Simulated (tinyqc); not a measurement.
Inside a calculation. Method: tight binding, honeycomb lattice. Computed by tinyqc, a small Python program that keeps every step. Settings: t1 = 2.75, t2 = 0, phi = 0, delta = 1.93, points = 7. Command: `OMP_NUM_THREADS=1 python tinyqc.py 21629 21630 out.jsonl` (the two numbers bound the seeds that draw the settings). One thread of a shared host (Intel(R) Xeon(R) Processor @ 2.60GHz), about 0.01 s of CPU time with the checks.

## Bloch Hamiltonian at k

Parameters chosen for this model:
```
parameter     value                        unit
t1         2.750000                 eV, nearest
t2                0       eV, second neighbours
phi               0  rad, phase of t2 (Haldane)
delta      1.930000          eV, +/- on A and B
```

k point k (fractions of the reciprocal vectors): 0.290000  0.470000

H_AB = -t1 (1 + exp(-i k.a1) + exp(-i k.a2)); H_AA = delta - 2 t2 sum cos(k.b + phi), H_BB = -delta - 2 t2 sum cos(k.b - phi), b = a1, a2 - a1, -a2.

H(k) at k (eV):
```
                    A                   B
A            1.930000  0.635187+3.178902i
B  0.635187-3.178902i           -1.930000
```

## Levels at k

Diagonalise the Hermitian matrix.

eigenvalues (eV): -3.772769  3.772769

weights |c|^2 of the basis functions:
```
     band 1    band 2
A  0.244220  0.755780
B  0.755780  0.244220
```

## Bloch Hamiltonian at K

k point K (fractions of the reciprocal vectors): 0.333333  0.666667

As before.

H(k) at K (eV):
```
          A          B
A  1.930000   0.000000
B  0.000000  -1.930000
```

## Levels at K

As before.

eigenvalues (eV): -1.930000  1.930000

weights |c|^2 of the basis functions:
```
     band 1    band 2
A  0.000000  1.000000
B  1.000000  0.000000
```

## Bands along a path

The same steps at evenly spaced points between the labelled ones.

Bands along the path (eV):
```
k             band 1    band 2
G          -8.472745  8.472745
G-K 0.25   -7.757072  7.757072
G-K 0.50   -5.828799  5.828799
G-K 0.75   -3.359673  3.359673
K          -1.930000  1.930000
K-M 0.25   -2.241076  2.241076
K-M 0.50   -2.788841  2.788841
K-M 0.75   -3.208080  3.208080
M          -3.359673  3.359673
M-K' 0.25  -3.208080  3.208080
M-K' 0.50  -2.788841  2.788841
M-K' 0.75  -2.241076  2.241076
K'         -1.930000  1.930000
```

With 1 band(s) filled, the highest filled level on these points lies at K and the lowest empty one at K: a gap of 3.8600 eV, direct.

## Chern number of the lower band

On a 7 x 7 mesh, the phase of the product of overlaps around each plaquette (k1 then k2); the sum over 2 pi is an integer.

plaquette phases (rad):
```
           1          2          3          4          5          6          7
1   0.000000  -0.013610  -0.047116  -0.059011   0.040182   0.026424   0.010290
2   0.013610   0.000000  -0.033988  -0.171629  -0.128094   0.037224   0.026424
3   0.047116   0.033988   0.000000  -0.155544  -0.535863  -0.128094   0.040182
4   0.059011   0.171629   0.155544   0.000000  -0.155544  -0.171629  -0.059011
5  -0.040182   0.128094   0.535863   0.155544   0.000000  -0.033988  -0.047116
6  -0.026424  -0.037224   0.128094   0.171629   0.033988   0.000000  -0.013610
7  -0.010290  -0.026424  -0.040182   0.059011   0.047116   0.013610   0.000000
```

Chern number = 0.000000
